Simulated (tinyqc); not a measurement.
Worked calculation: static screening by free carriers. Values are carried at full precision from step to step, so a last printed digit may differ when a step is redone from the rounded ones.

kF = (3 pi^2 n/Mv)^(1/3), EF = c kF^2/m with c = hbar^2/2m0, n in 1/angstrom^3 (1e-24 per 1/cm^3), e2 = e^2/(4 pi eps0). Thomas-Fermi: qTF^2 = 6 pi e2 n/(eps EF). Debye: qD^2 = 4 pi e2 n/(eps kB T).

Constants: hbar^2/2m0 = 3.80998211 eV angstrom^2; e^2/(4 pi eps0) = 14.39964547 eV angstrom; kB = 8.617333262e-05 eV/K; a0 (Bohr radius) = 0.5291772105 angstrom; hbar = 6.58211957e-16 eV s.

Inputs chosen for the exercise (near those of Si; the results hold for these values, not for the real material): n = 3.6e+19 1/cm^3 (carrier density); m = 0.3081 m0 (mass of one isotropic valley); Mv = 6 (valleys); eps = 11.5 (background dielectric constant); T = 200 K; q = 0.0279 1/angstrom (wave vector); aD = 13.8 angstrom (trial radius); NI = 5.4e+19 1/cm^3 (ionised impurities).

## Fermi and screening wave vectors

Also the effective Bohr radius aB = a0 eps/m and rs = (3/(4 pi n))^(1/3)/aB.

kF = 0.056216 1/angstrom
EF at 0 K = 39.08 meV
EF/kT = 2.27
qTF = 0.14745 1/angstrom
qD = 0.18129 1/angstrom
aB = 19.75 angstrom
rs = 0.951

The gas is partly degenerate; neither limit is exact, and the true screening wave vector lies below both.

## Screening at finite temperature

F_j(eta) = (1/Gamma(j + 1)) integral_0^infinity x^j dx/(1 + exp(x - eta)), which tends to exp(eta) for eta << 0.

At finite T: qs^2 = qD^2 F_-1/2(eta)/F_1/2(eta), where n = Mv N F_1/2(eta) and N = 2 (m kB T/(4 pi c))^(3/2) with c = hbar^2/2m0, in 1/angstrom^3; times 1e24 for 1/cm^3.

Solve for eta and form qs.

n/(Mv N) = 2.568
eta = 1.821
qs = 0.1333 1/angstrom
screening length 1/qs = 7.502 angstrom

qs is 0.735 of the Debye value and 0.904 of the Thomas-Fermi value.

## Lindhard function at one q

Lindhard at zero temperature: eps(q)/eps = 1 + (qTF/q)^2 L(x), x = q/(2 kF), L(x) = 1/2 + ((1 - x^2)/(4x)) ln|(1 + x)/(1 - x)|.

Compare with Thomas-Fermi, 1 + (qTF/q)^2.

x = 0.2482
L(x) = 0.9792
eps(q)/eps, Lindhard = 28.35
eps(q)/eps, Thomas-Fermi = 28.93

The carriers respond with 98 % of their long-wave strength at this q. The zero-temperature form is an exercise here: at the temperature of this gas EF is only 2.3 kT.

## A donor in the screened potential

Donor in the screened potential -(e2/eps) exp(-qs r)/r with the trial function exp(-r/a): E(a) = c/(m a^2) - (e2/eps) 4/(a (2 + qs a)^2), e2 = e^2/(4 pi eps0), c = hbar^2/2m0; isotropic mass.

Evaluate both terms at a = aD.

kinetic term = 64.934 meV
potential term = -24.619 meV
E(aD) = 40.315 meV
unscreened level -m Ry/eps^2 (Ry = 13.60569312 eV) = -31.697 meV

This trial radius gives no binding, nor does any radius up to 3 aB.

## Ionised-impurity scattering at E = 3 kT

Brooks-Herring rate for an electron of energy E: 1/tau = NI (pi e2^2/(eps^2 hbar)) (sqrt(c/m)/E^(3/2)) Phi(b), with Phi = ln(1 + b) - b/(1 + b), b = (2k/qs)^2, k^2 = m E/c, NI in 1/angstrom^3.

e2 = e^2/(4 pi eps0), c = hbar^2/2m0; mobility estimate mu = tau/(m m0/e) with m0/e = 5.685630e-12 kg/C, times 1e4 for cm^2/(V s).

b = 0.9412
Phi = 0.1784
1/tau = 2.16e+13 1/s
mu at this energy = 265 cm^2/(V s)

b is not large: the electron wavelength is comparable with the screening length, outside the regime that the Brooks-Herring formula is meant for.

## Checks

- Scattering rate against the golden-rule integral over angles (1/s): both 2.157e+13.
- L(x) at x = 0.7 against the integral over the Fermi sphere: both 0.81595.

Computed by tinyqc, a small Python program: `OMP_NUM_THREADS=1 python tinyqc.py 1651552 1651553 out.jsonl` (the numbers bound the seed that draws the inputs); one thread of a shared host (Intel(R) Xeon(R) Processor @ 2.30GHz), about 0.01 s for the whole set of steps.
